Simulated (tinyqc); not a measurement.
Stress in a transistor channel from embedded alloy regions, liners and fins, by half-space elasticity: one step, computed by the program tinyqc. Command: `OMP_NUM_THREADS=1 python tinyqc.py 3007695 3007696 out.jsonl stressor walk`. One thread of a shared host (Intel(R) Xeon(R) Processor @ 2.30GHz), about 0.01 s of CPU time with the checks.

Plane strain in an isotropic half-space, the same constants everywhere; x along the channel from its centre, y downwards from the free surface; stress is positive in tension.

Problem. Mobility change, linear estimate. d mu/mu = -(pi_L s_xx + pi_z s_yy) for the embedded regions alone; the stress across the width is left out.

Inputs (values chosen for the exercise, modelled on silicon): longitudinal piezoresistance coefficient = 68.5 1e-11/Pa; vertical piezoresistance coefficient = -1.3 1e-11/Pa.

Stressor: Si(1-x)Ge(x) source and drain.

s_xx = -2663.566 MPa

s_yy = -47.86160 MPa

Give: mobility change.

Solution.

mobility change = 182.39 %

The vertical stress supplies -0.062 of these points. Caution: at such misfit the regions may relax by dislocations, and linear elasticity is rough. Caution: beyond a few hundred MPa bulk piezoresistance coefficients no longer describe an inversion layer well.
